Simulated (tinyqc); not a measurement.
Mesh and choice of bands: charge neutrality level from zone-averaged pseudopotential bands.

Empirical pseudopotential on the fcc lattice, atoms at +/- tau, tau = a (1,1,1)/8, no spin-orbit coupling. H(G,G') = c (2 pi/a)^2 |k + G|^2 delta + VS(q) cos(q.tau) + i VA(q) sin(q.tau), q = G - G', c = hbar^2/2m0; k and G in units of 2 pi/a; VS at |q|^2 = 3, 8, 11 and VA at 3, 4, 11, in rydberg, zero elsewhere. At each k the basis holds all G with |k + G|^2 up to 16; energies are counted from the fourth level at Gamma.

Mesh: k = sum_i (n_i + 1/2)/N b_i, n_i = 0 ... N - 1, b = (-1,1,1), (1,-1,1), (1,1,-1); points with the same sorted |kx|, |ky|, |kz| after folding to the shortest k + G are joined, with their count as weight. Neutrality (branch-point) level: E_N = (1/2) mean over k of [E5 + (E3 + E4)/2], E_n the n-th level from below.

Constants: hbar^2/2m0 = 3.80998211 eV angstrom^2; Ry = 13.60569312 eV.

Values chosen for the exercise (out of a larger set: classic local form factors of the size used for Si, without spin-orbit coupling; not measured data): a = 5.441 angstrom (lattice constant); VS = (-0.208, 0.041, 0.081) Ry (symmetric form factors); VA = (0, 0, 0) Ry (antisymmetric form factors).

E_N with E5 alone, and with (E5 + E6)/2 in its place.

Results:

| N | joined points | E_N (eV) | E_N, two conduction bands (eV) |
|---|---|---|---|
| 1 | 1 | 0.2955 | 0.8027 |
| 2 | 2 | -0.2603 | 0.4243 |
| 3 | 6 | 0.0007 | 0.3762 |
| 4 | 10 | -0.0152 | 0.3901 |
| 5 | 19 | -0.0052 | 0.3731 |

How do the results move, and what explains it?

For scale, the lowest gap of this set is 0.78 eV. Against N = 5 the errors are +301, -255, +6 and -10 meV for N = 1 to 4 (N = 1 is the L point alone). Taking the second conduction band in moves E_N by +0.38 eV, more than the mesh error at N = 2: the definition, not the mesh, limits the estimate. Local form factors place the indirect gaps only to a few tenths of an eV, and E_N moves with them.

(tinyqc, `OMP_NUM_THREADS=1 python tinyqc.py 1850428 1850429 out.jsonl`, Intel(R) Xeon(R) Processor @ 2.30GHz, 1 thread, shared host, about 0.09 s.)
